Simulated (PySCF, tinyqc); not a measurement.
Worked calculation (part 2 of 2): RHF in the 3-21g basis, for H3-, spin multiplicity 1. The basis has no diffuse functions, so it cannot describe the extra electron: this is an exercise in the method, not the real anion. The lowest restricted solution is unstable here: a spin-polarised one lies 0.0880 hartree lower (PySCF). Computed by tinyqc, a small Python program that keeps every step (integrals from PySCF). Command: `OMP_NUM_THREADS=1 python tinyqc.py 25932 25933 out.jsonl` (the two numbers bound the seeds that draw the settings). One thread of a shared host (Intel(R) Xeon(R) Processor @ 2.60GHz), about 0.07 s of CPU time with the checks.

Geometry (angstrom):
```
atom       x       y       z
H     0.0000  0.0000  0.0000
H     0.0000  0.0000  1.3400
H     0.0000  1.1600  0.6700
```

## Iteration 16 (converged): orbitals

converged F (hartree):
```
         1H 1s    1H 2s    2H 1s    2H 2s    3H 1s    3H 2s
1H 1s   0.6311  -0.1633  -0.0770  -0.1099  -0.1940  -0.1998
1H 2s  -0.1633   0.0035  -0.1099  -0.0804  -0.2272  -0.1702
2H 1s  -0.0770  -0.1099   0.6311  -0.1633  -0.1940  -0.1998
2H 2s  -0.1099  -0.0804  -0.1633   0.0035  -0.2272  -0.1702
3H 1s  -0.1940  -0.2272  -0.1940  -0.2272   0.5612  -0.1839
3H 2s  -0.1998  -0.1702  -0.1998  -0.1702  -0.1839  -0.0303
```

X:
```
             1        2        3        4        5       6
1H 1s   0.4228  -0.7325   0.7877  -0.3307   0.5726  0.1871
1H 2s  -0.7591   1.3145  -0.5156  -0.1842   0.3191  0.2859
2H 1s   0.4228   0.7325   0.7877  -0.3307  -0.5726  0.1871
2H 2s  -0.7591  -1.3145  -0.5156  -0.1842  -0.3191  0.2859
3H 1s  -0.8458   0.0000   0.7877   0.6613   0.0000  0.1871
3H 2s   1.5183   0.0000  -0.5155   0.3684   0.0000  0.2859
```

Diagonalise F' = X^T F X, C = X C', fill 2 alpha and 2 beta electrons from the bottom; D = 2 C_occ C_occ^T. Each column has its largest component positive (the first on a tie).

F' = X^T F X (hartree):
```
         1        2        3        4        5        6
1   1.2299   0.0000   0.0497  -0.4602   0.0000  -0.0077
2   0.0000   1.2555   0.0000   0.0000  -0.5791   0.0000
3   0.0497   0.0000   1.6111  -0.0417   0.0000   0.0552
4  -0.4602   0.0000  -0.0417   0.6251   0.0000  -0.0731
5   0.0000  -0.5791   0.0000   0.0000   0.4423   0.0000
6  -0.0077   0.0000   0.0552  -0.0731   0.0000  -0.2089
```

orbital energies (hartree): MO1 -0.2186, MO2 0.1413, MO3 0.3843, MO4 1.4527, MO5 1.5565, MO6 1.6387

coefficients C:
```
          MO1      MO2      MO3      MO4      MO5      MO6
1H 1s  0.1450   0.1702  -0.0974   0.1975  -0.9141   0.9349
1H 2s  0.2486   0.8894  -0.5605  -0.3480   1.0192  -0.6788
2H 1s  0.1450  -0.1702  -0.0974   0.1975   0.9141   0.9349
2H 2s  0.2486  -0.8894  -0.5605  -0.3480  -1.0192  -0.6788
3H 1s  0.1998   0.0000   0.1684  -1.2743   0.0000   0.3404
3H 2s  0.3988   0.0000   1.0005   1.2752   0.0000  -0.0477
```

D after iteration 16:
```
         1H 1s    1H 2s    2H 1s    2H 2s   3H 1s   3H 2s
1H 1s   0.1000   0.3749  -0.0159  -0.2307  0.0579  0.1156
1H 2s   0.3749   1.7056  -0.2307  -1.4584  0.0994  0.1983
2H 1s  -0.0159  -0.2307   0.1000   0.3749  0.0579  0.1156
2H 2s  -0.2307  -1.4584   0.3749   1.7056  0.0994  0.1983
3H 1s   0.0579   0.0994   0.0579   0.0994  0.0799  0.1594
3H 2s   0.1156   0.1983   0.1156   0.1983  0.1594  0.3180
```

## Convergence

Stop when the energy changes by less than 1e-08 hartree and every element of the error matrix X^T (F D S - S D F) X is below 3e-05.

Course of the cycle:
```
iteration  E (hartree)     change  largest element of the error matrix
1            -1.212960          -                             2.78e-01
2            -1.284760  -7.18e-02                             1.33e-01
3            -1.298802  -1.40e-02                             5.90e-02
4            -1.301544  -2.74e-03                             2.77e-02
5            -1.302219  -6.75e-04                             1.37e-02
6            -1.302410  -1.91e-04                             7.10e-03
7            -1.302468  -5.78e-05                             3.79e-03
8            -1.302486  -1.79e-05                             2.07e-03
9            -1.302492  -5.62e-06                             1.14e-03
10           -1.302494  -1.77e-06                             6.36e-04
11           -1.302494  -5.57e-07                             3.55e-04
12           -1.302494  -1.76e-07                             1.99e-04
13           -1.302494  -5.53e-08                             1.11e-04
14           -1.302494  -1.75e-08                             6.25e-05
15           -1.302494  -5.50e-09                             3.51e-05
16           -1.302494  -1.74e-09                             1.97e-05
```

PySCF RHF in the same basis = -1.302494 hartree

Converged in 16 iterations.

## Populations, bond orders and dipole

overlap S:
```
        1H 1s   1H 2s   2H 1s   2H 2s   3H 1s   3H 2s
1H 1s  1.0000  0.6459  0.0598  0.2450  0.0599  0.2451
1H 2s  0.6459  1.0000  0.2450  0.5558  0.2451  0.5560
2H 1s  0.0598  0.2450  1.0000  0.6459  0.0599  0.2451
2H 2s  0.2450  0.5558  0.6459  1.0000  0.2451  0.5560
3H 1s  0.0599  0.2451  0.0599  0.2451  1.0000  0.6459
3H 2s  0.2451  0.5560  0.2451  0.5560  0.6459  1.0000
```

Mulliken: Z minus the diagonal of D S on the atom; Loewdin: the same with S^(1/2) D S^(1/2); Mayer order: 2 sum_s sum (D(s) S)_ij (D(s) S)_ji over the two atoms.

Charges (e):
```
atom  Mulliken  Loewdin
1H     -0.5317  -0.5569
2H     -0.5317  -0.5569
3H      0.0634   0.1139
```

Mayer bond orders:
```
pair   order
2-1   0.0933
3-1   0.4980
3-2   0.4980
```

dipole moment about the origin, x y z (debye): 0.0000  0.3824  -3.2181
